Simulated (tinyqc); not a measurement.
Worked calculation: plane-wave Kohn-Sham cycle with exchange-only LDA in a layered model solid. One step of it, computed by the program tinyqc.

Question. Iteration 1: Hamiltonian at one k. H(m,m') = (k + G_m)^2/2 delta + V(G_m - G_m'), with V(-G) = V(G).

A solid whose potential varies along x alone (atomic units):
```
parameter                      value
period a                   17.500000
cross-section of the cell  36.000000
electrons per cell                 2
grid points                       16
plane waves -n..n, n               3
k points                           4
V1 in V1 cos(2 pi x/a)     -0.580000
V2 in V2 cos(4 pi x/a)     -0.290000
```

V(G_m), m = 0, 1, 2, ... (hartree): -0.144728  -0.290000  -0.145000  0.000000  0.000000  0.000000  0.000000

k = 0.125000 2 pi / a

Give: H.

Answer.

H (hartree):
```
         -3       -2       -1       +0       +1       +2       +3
-3   0.3880  -0.2900  -0.1450   0.0000   0.0000   0.0000   0.0000
-2  -0.2900   0.0819  -0.2900  -0.1450   0.0000   0.0000   0.0000
-1  -0.1450  -0.2900  -0.0954  -0.2900  -0.1450   0.0000   0.0000
+0   0.0000  -0.1450  -0.2900  -0.1437  -0.2900  -0.1450   0.0000
+1   0.0000   0.0000  -0.1450  -0.2900  -0.0632  -0.2900  -0.1450
+2   0.0000   0.0000   0.0000  -0.1450  -0.2900   0.1463  -0.2900
+3   0.0000   0.0000   0.0000   0.0000  -0.1450  -0.2900   0.4847
```
